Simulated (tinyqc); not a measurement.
# Changing the step factor eta

Model: nudged elastic band on a two-dimensional model surface. Computed by tinyqc, a small Python program. Command: `OMP_NUM_THREADS=1 python tinyqc.py 3008057 3008058 out.jsonl neb sweep`. One thread of a shared host (Intel(R) Xeon(R) Processor @ 2.30GHz), about 0.2 s of CPU time with the checks.

V(x, y) = -A (cos kx + cos ky) - B cos kx cos ky + (C sin ky + S sin kx)(1 - cos kx), k = 2 pi/a; the atom hops from the minimum at (0, 0) to that at (a, 0).

Inputs (values chosen for the exercise, for a model surface): amplitude A = 0.41 eV; amplitude B = 0.13 eV; skew C = 0.13 eV; asymmetry S = -0.073 eV; period a = 2.6 angstrom; movable images n = 6; spring constant k_s = 1.2 eV/angstrom^2; iteration cap = 600.

Surface: adatom on a square lattice. Climbing image: on.

Method:
- Newton steps x(new) = x - H^-1 grad V (moves limited to 0.3 angstrom) from (0, 0), (a, 0) and (a/2, 0) give the two minima and the saddle.
- Tangent at image i: towards the higher neighbour if the energies rise or fall through i; at a maximum or minimum, tau = t+ dmax + t- dmin if V(i+1) > V(i-1), else t+ dmin + t- dmax, with t+ = R(i+1) - R(i), t- = R(i) - R(i-1) and dmax, dmin the larger and smaller of |V(i+1) - V(i)| and |V(i-1) - V(i)|; then normalise. Force F = -grad V + (grad V.tau) tau + k_s (|t+| - |t-|) tau.
- With a climbing image, the highest image feels instead F = -grad V + 2 (grad V.tau) tau and no spring.
- Update R(new) = R + eta F; the end points stay fixed.
- Start on the straight line; stop when the largest force is below 1e-4 or above 1e6 eV/angstrom.

One run for each value:
```
step factor eta (angstrom^2/eV)  iterations  energy of the highest image (eV)
0.037                                   199                            1.0014
0.051                                   144                            1.0014
0.070                                   105                            1.0014
0.095                                    77                            1.0014
0.130                                    56                            1.0014
0.180                                    41                            1.0014
0.240                                    30                            1.0014
0.330                                   102                            1.0014
```

Over the rows, iterations goes from 199 through a minimum among these rows, 30.0 at 0.240, to 102. While the steps are short the count falls about as 1/eta; the converged energy does not depend on eta. Left out: 0.450 (the iteration did not converge within its cap).

Extremes, crossings and ranges named in words are read from the listed rows.
